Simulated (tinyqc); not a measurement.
What each parameter does: cyclotron resonance of ellipsoidal valleys, Si type.

Valleys along [100], [010], [001] (each with its opposite partner), mass ml along the axis and mt across it. B lies in the (1-10) plane, b = (sin(theta)/sqrt2, sin(theta)/sqrt2, cos(theta)). For the angle phi between B and the axis, 1/mc^2 = cos^2(phi)/mt^2 + sin^2(phi)/(mt ml). Resonance: h nu = 2 muB B/mc, h = 2 pi hbar.

Constants: hbar = 6.58211957e-16 eV s; muB = 5.788381798e-05 eV/T.

Values chosen for the exercise (near those of Si; shifted at random, so the results belong to these values and not to a real crystal): ml = 0.884 m0 (longitudinal mass); mt = 0.198 m0 (transverse mass); theta = 53 degrees (angle of B from [001] towards [110]); nu = 24 GHz (microwave frequency).

Resonance fields B = h nu mc/(2 muB) of the valleys [100] and [001].

Results for these values:
```
case  [100] (T)  [001] (T)
base     0.2472     0.2389
```

What happens to each result for nu = 26.4 GHz, all else kept?

Answer: [100] rises from 0.2472 to 0.2720; [001] rises from 0.2389 to 0.2628.

The same for each parameter in turn:
```
case                [100] (T)  [001] (T)
base                   0.2472     0.2389
ml = 1.017 m0          0.2526     0.2434
mt = 0.218 m0          0.2679     0.2593
theta = 49 degrees     0.2545     0.2273
nu = 26.4 GHz          0.2720     0.2628
```

(tinyqc, `OMP_NUM_THREADS=1 python tinyqc.py 1250184 1250185 out.jsonl`, Intel(R) Xeon(R) Processor @ 2.30GHz, 1 thread, shared host, about 0.01 s.)
